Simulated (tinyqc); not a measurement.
Four methods from the same start: geometry relaxation of a small cluster. Computed by tinyqc, a small Python program. Command: `OMP_NUM_THREADS=1 python tinyqc.py 3015198 3015199 out.jsonl relax walk`. One thread of a shared host (Intel(R) Xeon(R) Processor @ 2.30GHz), about 0.01 s of CPU time with the checks.

E = sum_(i<j) phi(r_ij), phi(r) = eps [exp(-2 alpha (r - r0)) - 2 exp(-alpha (r - r0))]; the force on i is -sum_j phi'(r_ij) (R_i - R_j)/r_ij.

Inputs (values chosen for the exercise, for model atoms):

| quantity | value | unit |
|---|---|---|
| length r0 | 2.54 | angstrom |
| well depth eps | 0.79 | eV |
| stiffness alpha | 1.87 | 1/angstrom |
| step factor eta | 0.078 | angstrom^2/eV |
| largest number of steps | 500 | - |

Potential: Morse. Method: conjugate gradient.

starting positions (angstrom):
```
           x     y     z
atom 1   0.2  0.08  0.21
atom 2  2.53  0.17  0.21
atom 3   1.4  2.35  0.03
```

Method:
- Conjugate gradient (Polak-Ribiere): d = F + beta d(old), beta = max(0, F.(F - F(old))/|F(old)|^2), d = F at first; step length from one secant, s = eta (F.d)/(F.d - F(R + eta d).d), replaced by eta if that is not positive; R(new) = R + s d.
- No atom moves more than 0.3 angstrom a step (the whole step is scaled). Stop when the largest force component is below 1e-5 eV/angstrom.
- Hessian at the final positions by central differences of the forces; six eigenvalues vanish (translations and rotations). Steepest descent is stable for eta below 2/lambda_max and contracts the softest mode by 1 - eta lambda_min a step.
- Steepest descent: R(new) = R + eta F.
- BFGS: R(new) = R + B F with the inverse Hessian B = eta 1 at first; with s = R(new) - R, y = F - F(new), rho = 1/(y.s): B(new) = (1 - rho s y^T) B (1 - rho y s^T) + rho s s^T, skipped if y.s is not positive.
- FIRE with unit mass: if F.v > 0, v = (1 - a) v + a |v| F/|F|, and after more than 5 such steps in a row dt = min(1.1 dt, 5 dt0), a = 0.99 a; else v = 0, a = 0.1, and dt = dt/2 (not at the first step). Then v = v + dt F, R(new) = R + dt v. dt0 = sqrt(eta), a = 0.1 at first.
- In this comparison each method may take up to 1500 steps.

contraction of the softest mode = 0.353565

non-zero eigenvalues (eV/angstrom^2): 8.2876  8.2876  16.5752

condition number = 2.00000

Cost:

| method | steps | force calls | final E (eV) | calls to reach 1e-2 |
|---|---|---|---|---|
| steepest descent | 11 | 12 | -2.37 | 6 |
| conjugate gradient | 6 | 13 | -2.37 | 9 |
| BFGS | 8 | 9 | -2.37 | 6 |
| FIRE | 72 | 73 | -2.37 | 21 |

What does the comparison show, and why?

In force calls the order is BFGS (9), steepest descent (12), conjugate gradient (13), FIRE (73). All that converged end at the same energy. Near the minimum steepest descent multiplies the slowest mode by 0.354 in size a step, 2 steps a decade of force, at a condition number of 2.0. On this problem it beats conjugate gradient and FIRE in force calls.

Extremes, crossings and ranges named in words are read from the listed rows.
